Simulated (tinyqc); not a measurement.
# Worked calculation: MOSFET in the linear regime without short-channel effects, parameter extraction from computed curves

Computed by the program tinyqc: `OMP_NUM_THREADS=1 python tinyqc.py 2210037 2210038 out.jsonl`, one thread of a shared Intel Xeon 2.30GHz, about 0.01 s for the whole run. Printed values are rounded.

Inversion charge Q = Cox n Vt W0(exp((Vg - VT)/(n Vt))), W0 the Lambert function and n = nf; u = Q/Cox; mobility mu = mu0/(1 + th1 u + th2 u^2); channel resistance Rch = (L - dL)/(W mu Q); Id = Vd/(Rch + Rsd/W). Cox = eps0 eox/tox. Small Vd, no channel-length or drain effects.

Parameters, values chosen for the exercise; channel values of the order met in silicon transistors:
- T = 300 K (temperature)
- eox = 8.79 (relative permittivity of the gate insulator (close to aluminium oxide))
- tox = 2.7 nm (insulator thickness)
- mu0 = 100 cm^2/(V s) (low-field mobility)
- th1 = 0.18 1/V (first mobility attenuation factor)
- th2 = 0 1/V^2 (second mobility attenuation factor)
- VT = 0.55 V (threshold voltage)
- nf = 1.22 (body factor)
- W = 0.5 um (gate width)
- L = 0.074 um (drawn gate length)
- dL = 0.008 um (drawn less effective length)
- Rsd = 290 ohm um (source plus drain resistance)
- Vd = 0.025 V (drain voltage)

Constants: q = 1.602176634e-19 C, kB = 1.380649e-23 J/K, Vt = kB T/q, eps0 = 8.8541878128e-14 F/cm where lengths are in cm. Results are converted to the units shown.

## Transfer curve

```
point,Vg (V)
0,0.35
1,0.45
2,0.55
3,0.65
4,0.75
5,0.85
6,0.95
7,1.05
8,1.15
9,1.25
10,1.35
```

u, mu, Rch and Id as defined.

```
point,u (V),mu (cm^2/(V s)),Rch (ohm),Id (uA)
0,5.547699e-5,99.99900,8.254514e6,0.003028433
1,0.001271614,99.97712,3.602003e5,0.06929425
2,0.01788738,99.67906,25683.21,0.9519018
3,0.07337140,98.69653,6323.702,3.621245
4,0.1506757,97.35945,3121.610,6.753818
5,0.2364622,95.91745,2019.020,9.619009
6,0.3263051,94.45235,1485.811,12.10179
7,0.4184598,92.99533,1176.753,14.23080
8,0.5120913,91.56030,976.6648,16.05998
9,0.6067421,90.15396,837.1651,17.64085
10,0.7021366,88.77962,734.6241,19.01684
```

## Threshold and mobility at the peak transconductance

gm_i = (Id_(i+1) - Id_(i-1))/(Vg_(i+1) - Vg_(i-1)); at the point j of largest gm the tangent meets the axis at V_ext = Vg_j - Id_j/gm_j; field-effect mobility gm_j L/(W Cox Vd) with the drawn L.

```
point,gm (uS)
1,4.744367
2,17.75976
3,29.00958
4,29.98882
5,26.73985
6,23.05896
7,19.79094
8,17.05025
9,14.78433
```

j = 4
V_ext = 0.5247888 V
field-effect mobility = 61.58958 cm^2/(V s)

V_ext is 25 mV below the model VT, and the mobility so found is 45 % below mu0 L/(L - dL) = 112 cm^2/(V s), the value for the drawn L; attenuation, series resistance and the slow approach of Q to a straight line all lower the peak gm.

## The Y function

Y_i = Id_i/sqrt(gm_i). For Id = beta Vd x/(1 + th x), x = Vg - VT, Y = sqrt(beta Vd) x whatever th. Slope s from points 6 and 9; VT_Y = Vg - Y/s at point 9; beta = s^2/Vd; mobility beta L/(W Cox) with the drawn L; th* = (beta Vd x/Id - 1)/x at point 9.

```
point,Y (uA^0.5 V^0.5)
1,0.03181325
2,0.2258778
3,0.6723373
4,1.233303
5,1.860162
6,2.520169
7,3.198866
8,3.889372
9,4.587950
```

s = 6.892605 uA^0.5 V^-0.5
VT_Y = 0.5843663 V
beta = 1900.320 uA/V^2
mobility from Y = 97.56963 cm^2/(V s)
th* = 1.190740 1/V

The mobility from Y is 13 % below mu0 L/(L - dL) = 112 cm^2/(V s), which it should reach in deep inversion when th2 = 0. th* compares with th1 + mu0 Cox Rsd/(L - dL) = 1.45 1/V, since series resistance enters like th1. The match is poor here: at these overdrives Q is not yet a straight line in Vg.
